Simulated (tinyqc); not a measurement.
From one set of inputs to another, one input at a time: electroplating on a thin resistive seed layer: kinetics, Wagner number and the terminal effect across a wafer. Computed by tinyqc, a small Python program. Command: `OMP_NUM_THREADS=1 python tinyqc.py 3121363 3121364 out.jsonl terminal ladder`. One thread of a shared host (Intel(R) Xeon(R) Processor @ 2.30GHz), about 0.06 s of CPU time with the checks.

Current enters the seed at the rim. The bath is treated as a local resistance per area (no lateral flow in the liquid), two electrons per ion, molar volume 7.11 cm^3/mol, Faraday constant F = e N_A, kinematic viscosity 0.01 cm^2/s, omega = 2 pi x rpm/60; k_B T/e is in volts.

The inputs printed are set A. Inputs not listed in the table keep their values of set A, so the rows need not describe a real material.

Inputs (values chosen for the exercise, of the order of those for copper plating on a thin cobalt or ruthenium seed):
```
quantity,value,unit
wafer radius R,10,cm
seed thickness t,150,nm
seed resistivity,14,microohm cm
bath conductivity kappa,0.31,S/cm
gap to the anode h,5.5,cm
extra resistance of a porous plate,0,ohm cm^2
exchange current density i_0,1.1,mA/cm^2
cathodic transfer coefficient alpha,0.41,-
mean current density,6.3,mA/cm^2
diffusivity of the metal ion,6.2e-06,cm^2/s
metal ion concentration,0.82,mol/L
rotation rate,100,rpm
temperature T,298,K
```

Constants: e = 1.602176634e-19 C; N_A = 6.02214076e+23 1/mol; k_B = 8.617333262e-05 eV/K.

Method:
- Growth rate = i V_m/(2 F). Levich limit i_L = 0.62 x 2 F D^(2/3) omega^(1/2) nu^(-1/6) c. Tafel overpotential eta = (k_B T/(alpha e)) ln(i/i_0); kinetic resistance k_B T/(alpha e i); bath resistance h/kappa + plate; R_s = resistivity/t; Wagner number = kinetic resistance x kappa/R.
- Linearised: with R_t = kinetic + bath resistance the current density obeys (1/r)(r i')' = i R_s/R_t, so i = A I_0(r/l), l = sqrt(R_t/R_s); with x = R/l, edge/centre = I_0(x) and edge/mean = x I_0(x)/(2 I_1(x)).
- Voltage drop in the seed for a uniform current: i R_s R^2/4.
- Full model: seed potential phi(r) with (1/r)(r phi')' = R_s i, where i solves phi = R_b i + (k_B T/(alpha e)) ln(i/i_0) (phi being the driving voltage left at r); phi'(0) = 0 and phi'(R) = R_s i_mean R/2. Solved by collocation to a tolerance of 1e-7.

Each row keeps all changes above it:
```
input moved,from,to,"edge over centre, full model",length l (cm),Wagner number
set A,-,-,2.020,5.446,0.3082
mean current density (mA/cm^2),6.3,6.7,2.046,5.388,0.2898
gap to the anode h (cm),5.5,12,1.546,7.176,0.2898
wafer radius R (cm),10,15,2.403,7.176,0.1932
exchange current density i_0 (mA/cm^2),1.1,0.11,2.403,7.176,0.1932
cathodic transfer coefficient alpha,0.41,0.82,2.607,6.818,0.0966
seed resistivity (microohm cm),14,23,4.113,5.319,0.0966
bath conductivity kappa (S/cm),0.31,0.5,6.573,4.324,0.1558
```

Which inputs carry the difference?

Edge over centre, full model goes from 2.02 to 6.57, a factor 3.25 in all. The largest single move comes from bath conductivity kappa (a factor 1.60), and gap to the anode h works against it (a factor 0.755). Length l goes from 5.45 to 4.32, a factor 0.794 in all. The largest single move comes from gap to the anode h (a factor 1.33), but it runs against the net change; the largest move in the direction of the net change is seed resistivity (a factor 0.780). Wagner number goes from 0.308 to 0.156, a factor 0.506 in all. The largest single move comes from cathodic transfer coefficient alpha (a factor 0.500), and bath conductivity kappa works against it (a factor 1.61). The single moves hold for this order of the switches; the total does not depend on the order.

Extremes, crossings and ranges named in words are read from the listed rows.
